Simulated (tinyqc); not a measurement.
Holstein polaron on two sites: one step, computed by the program tinyqc.

One electron on sites 1 and 2: H = -t (c1+ c2 + c2+ c1) + hbar omega sum_i b_i+ b_i - g hbar omega sum_i n_i (b_i + b_i+). The symmetric phonon shifts the energy by -g^2 hbar omega/2 and drops out; with b = (b_1 - b_2)/sqrt(2) there remains H = -t sigma_x + hbar omega b+ b - (g hbar omega/sqrt(2)) sigma_z (b + b+). Parity splits it into blocks p = +1 and -1 over phonon numbers n. Zero-point energies are left out. Weights Z refer to mode b alone; the displaced symmetric mode multiplies the full zero-phonon weight by exp(-g^2/2).

Problem. The even block in a small basis. Block p: H_nn = n hbar omega - p t (-1)^n - g^2 hbar omega/2, H_(n,n+1) = -(g hbar omega/sqrt(2)) sqrt(n + 1). Take p = +1 and n = 0..N-1.

Inputs (values chosen for the exercise, for a model dimer):

| quantity | value | unit |
|---|---|---|
| hopping t | 2 | meV |
| phonon energy hbar omega | 24 | meV |
| coupling g | 0.139 | - |
| phonon levels kept N | 4 | - |

Give: H, even block.

Solution.

H, even block (meV):
```
        1       2       3       4
1  -2.232  -2.359   0.000   0.000
2  -2.359  25.768  -3.336   0.000
3   0.000  -3.336  45.768  -4.086
4   0.000   0.000  -4.086  73.768
```
